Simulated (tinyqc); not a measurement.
Thermal, flicker and telegraph noise of a field-effect transistor: one step, computed by the program tinyqc.

Strong inversion, threshold roll-off and channel-length modulation left out; noise sources are uncorrelated and are given as one-sided spectral densities.

Question. Thermal noise and corner. C_ox = 3.9 eps_0/t; V_c = 2 v_s L/mu; I = W C_ox v_s V_ov^2/(V_ov + V_c); g_m = W C_ox v_s V_ov (V_ov + 2 V_c)/(V_ov + V_c)^2; g_d0 = mu C_ox (W/L) V_ov. Thermal: S_I = 4 k_B T gamma g_d0; input-referred S_V = S_I/g_m^2; corner f_c where flicker equals thermal. Total input noise from 1 Hz to f_c: sqrt(S_V,thermal [f_c ln(f_c/1 Hz) + f_c - 1 Hz]).

Inputs (values chosen for the exercise, modelled on a silicon n-channel):

| quantity | value | unit |
|---|---|---|
| width W | 3.1 | micrometre |
| length L | 600 | nm |
| electrical oxide thickness t | 3.5 | nm |
| mobility mu | 140 | cm^2/(V s) |
| saturation velocity v_s | 0.78 | 1e7 cm/s |
| overdrive V_ov | 0.54 | V |
| thermal noise factor gamma | 0.667 | - |
| frequency f | 30 | Hz |
| temperature T | 300 | K |

Operating region: saturation. Flicker model: number with correlated mobility.

g_m = 343.2460 microsiemens

flicker S_I = 6.196038e-19 A^2/Hz

drain current I = 96.27385 microampere

Constants: k_B = 1.380649e-23 J/K; eps_0 = 8.8541878128e-12 F/m; e = 1.602176634e-19 C.

Give: thermal S_I; input-referred thermal noise; corner frequency f_c; input noise up to f_c; full shot noise 2eI over thermal S_I.

Answer.

thermal S_I = 4.2586e-24 A^2/Hz

input-referred thermal noise = 6.0121 nV/sqrt(Hz)

corner frequency f_c = 4.3648e+06 Hz

input noise up to f_c = 50.694 microvolt

full shot noise 2eI over thermal S_I = 7.2440

At f the noise is flicker dominated (f_c/f = 145000).
